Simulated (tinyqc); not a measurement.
Ballistic transport through the one-dimensional subbands of a rectangular nanowire or nanosheet channel. From one set of inputs to another, one input at a time. Computed by tinyqc, a small Python program. Command: `OMP_NUM_THREADS=1 python tinyqc.py 3023626 3023627 out.jsonl wire ladder`. One thread of a shared host (Intel(R) Xeon(R) Processor @ 2.30GHz), about 0.07 s of CPU time with the checks.

Hard walls, parabolic subbands, transport along x. Energies are counted from the bulk conduction band edge at the top of the barrier, which the gate pulls down by U; the source Fermi level lies at the bulk edge when U = 0.

The inputs printed are set A. Inputs not listed in the table keep their values of set A, so the rows need not describe a real material.

Inputs (values chosen for the exercise, modelled on silicon):
```
quantity                                   value  unit
light mass m_t                              0.19   m_0
heavy mass m_l                             0.905   m_0
height a                                       3    nm
width b                                      3.4    nm
equivalent oxide thickness t                 1.5    nm
gate voltage above flat band V_G            0.55     V
drain voltage V_D                           0.01     V
temperature T                                150     K
mean free path for back-scattering lambda     39    nm
channel length L                             170    nm
```

Valleys: silicon [100] wire.

Constants: hbar^2/(2 m_0) = 3.80998212 eV angstrom^2; k_B = 8.617333262e-05 eV/K; m_0 = 9.1093837015e-31 kg; k_B = 1.380649e-23 J/K; hbar = 1.054571817e-34 J s; eps_0 = 8.8541878128e-12 F/m; e = 1.602176634e-19 C; h = 6.62607015e-34 J s.

Method:
- E_pq = (hbar^2 pi^2/2)(p^2/(m_y b^2) + q^2/(m_z a^2)); valley pairs: (m_x, m_y, m_z) = (m_t, m_t, m_l), (m_t, m_l, m_t), (m_l, m_t, m_t), each with degeneracy g = 2; the 10 lowest subbands are kept.
- F_j(eta) = (1/Gamma(j + 1)) int_0^infinity x^j/(1 + exp(x - eta)) dx, F_0 = ln(1 + exp(eta)). Integrals over x = E/(k_B T) use 160 Gauss-Legendre points in u = sqrt(x) from 0 to sqrt(max(eta, 0) + 32).
- With degeneracy g = 2, eta_i = (U - E_i)/(k_B T) and u = e V_D/(k_B T): line density n = sum_i g sqrt(2 m_x k_B T/pi)/(2 hbar) [F_-1/2(eta_i) + F_-1/2(eta_i - u)]; gate: e n = C_ox (V_G - U/e), C_ox = 3.9 eps_0 2 (a + b)/t (flat-plate estimate); I = (2 e k_B T/h) sum_i g [F_0(eta_i) - F_0(eta_i - u)].
- Linear conductance G = (2 e^2/h) sum_i g f(eta_i), g = 2, f = 1/(1 + exp(-eta_i)), with the barrier frozen at the eta_i above; current per perimeter I/(2(a + b)); with scattering, transmission lambda/(lambda + L) and low-bias resistance (1 + L/lambda)/G.

Each row keeps all changes above it; columns: (1) input moved; (2) from; (3) to; (4) line density n (1/nm); (5) mean velocity I/(e n) (1e7 cm/s); (6) low-bias resistance with scattering (kiloohm):
```
(1)                                              (2)   (3)      (4)     (5)     (6)
set A                                              -     -  0.54977  0.2150  25.795
width b (nm)                                     3.4   3.7  0.60397  0.1839  28.201
height a (nm)                                      3   3.2  0.64455  0.2052  23.298
mean free path for back-scattering lambda (nm)    39   190  0.64455  0.2052   8.237
gate voltage above flat band V_G (V)            0.55  0.38  0.34837  0.2449  12.240
drain voltage V_D (V)                           0.01  0.44  0.31818  1.2879   9.003
equivalent oxide thickness t (nm)                1.5     1  0.43541  1.4158   7.336
channel length L (nm)                            170    23  0.43541  1.4158   4.340
```

Which inputs carry the difference?

Line density n goes from 0.550 to 0.435, a factor 0.792 in all. The largest single move comes from gate voltage above flat band V_G (a factor 0.540), and equivalent oxide thickness t works against it (a factor 1.37). Mean velocity I/(e n) goes from 0.215 to 1.42, a factor 6.58 in all. The largest single move comes from drain voltage V_D (a factor 5.26). Low-bias resistance with scattering goes from 25.8 to 4.34, a factor 0.168 in all. The largest single move comes from mean free path for back-scattering lambda (a factor 0.354), and gate voltage above flat band V_G works against it (a factor 1.49). The single moves hold for this order of the switches; the total does not depend on the order.

Extremes, crossings and ranges named in words are read from the listed rows.
